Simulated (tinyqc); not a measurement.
# Worked calculation: resonant-tunnelling diode, transfer matrices and Tsu-Esaki current

Numbers from tinyqc (`OMP_NUM_THREADS=1 python tinyqc.py 2600019 2600020 out.jsonl`; about 0.05 s on one thread of a shared Intel Xeon 2.30GHz). Printed values are rounded.

Emitter (band edge 0), barrier d1, well Lw, barrier d2, collector (edge -V). The bias drops linearly over these layers and none in the contacts; each layer is cut into ns equal slices, flat at the value of their centres. E is the energy of motion across the layers, C = hbar^2/(2 m0), psi and psi'/m are continuous. Transport is coherent, T(E) is taken as independent of the transverse momentum, and charge in the well is ignored.

Inputs (values chosen for the exercise); masses and offsets of a made-up heterostructure: temperature T = 300 K; mass in the well, spacer and contacts mw = 0.031 m0; barrier height U1 = 1.7 eV; barrier mass m1 = 0.099 m0; emitter barrier d1 = 1.3 nm; well width Lw = 3.1 nm; collector barrier d2 = 1.7 nm; slices in each layer ns = 2; Fermi energy of both contacts above their band edges Ef = 0.23 eV; bias of the collector V = 0.46 V; trial energy E = 0.12774 eV.

Constants: q = 1.602176634e-19 C, kB = 1.380649e-23 J/K, hbar = 1.054571817e-34 J s, m0 = 9.1093837015e-31 kg, Vt = kB T/q, hbar^2/(2 m0) = 0.0380998212 eV nm^2. Results are converted to the units shown.

Range of the model: Electrons enter the collector with more than 0.4 eV, where real bands are no longer parabolic.

## Slices under bias

U = edge of the layer - V x/Lt at the centre x of each slice, Lt the summed thickness.

```
slice    U (eV)  m (m0)  width (nm)
0       1.67549   0.099        0.65
1       1.62648   0.099        0.65
2      -0.15648   0.031        1.55
3      -0.27336   0.031        1.55
4       1.33615   0.099        0.85
5       1.27205   0.099        0.85
```

## Running product of the slice matrices at the trial energy

For the pair (psi, psi'/m) a flat layer has M = [[cos kd, (m/k) sin kd], [-(k/m) sin kd, cos kd]] with k = sqrt(m (E - U)/C) above its edge U, and M = [[cosh Kd, (m/K) sinh Kd], [(K/m) sinh Kd, cosh Kd]] with K = sqrt(m (U - E)/C) below it. Later slices stand to the left. With M acting on (psi, psi'/m) and v = k/m in each lead, T(E) = 4 vL vR/[(vL vR M12 - M21)^2 + (vR M11 + vL M22)^2]. vL = sqrt(mw E/C)/mw, vR = sqrt(mw (E + V)/C)/mw.

Product after each layer:
```
                M11  M12 (nm)  M21 (1/nm)       M22
barrier d1  6.72362  0.328563     132.677   6.63226
well        7.92267  0.395865    -136.324  -6.68537
barrier d2  3.33072  0.236044     44.0399   3.42130
```

T(E) = 0.0761337

## Transmission at three energies near the peak

three energies (eV): 0.132317  0.133917  0.135517

The same product at each energy.

T(E) at these energies: 0.677643  0.880148  0.382795

## Breit-Wigner parameters from a parabola through 1/T(E)

Near a resonance 1/T(E) = (1/Tp) [1 + (2 (E - Er)/G)^2]. With y = 1/T(E) at E0 - h, E0, E0 + h: a = (y1 + y3 - 2 y2)/(2 h^2), b = (y3 - y1)/(2 h), Er = E0 - b/(2 a), 1/Tp = y2 - b^2/(4 a), G = 2 sqrt(1/(Tp a)), tau = hbar/G.

Er = 0.133416 eV
Tp = 0.954903
G = 3.43685 meV
tau = 191.516 fs

The true maximum of T(E) lies at 0.13341 eV with height 0.9580 and full width 3.410 meV; the fitted G is 0.78 % above that width.

## Current from the resonance alone

J = J0 times the integral over E > 0 of T(E) N(E), N = ln[(1 + exp((Ef - E)/Vt))/(1 + exp((Ef - V - E)/Vt))], J0 = q^2 mw m0 kB T/(2 pi^2 hbar^3) (times 1e-4 for A/cm^2 per eV). For a sharp resonance J = J0 (pi G/2) Tp N(Er), with Er the peak energy, Tp the peak transmission and G the full width at half maximum (in eV). The three values given are estimates from a parabola through three points of 1/T(E).

J0 = 1.29693e7 A/(cm^2 eV)
N(Er) = 3.75960
J = 251.362 kA/cm^2

The full integral over T(E) gives 246.3 kA/cm^2; the value above is 2.0 % above it. With the exact position, height and width of the peak (Er = 0.13341 eV, Tp = 0.9580, G = 3.410 meV) the formula is 1.6 % above it.
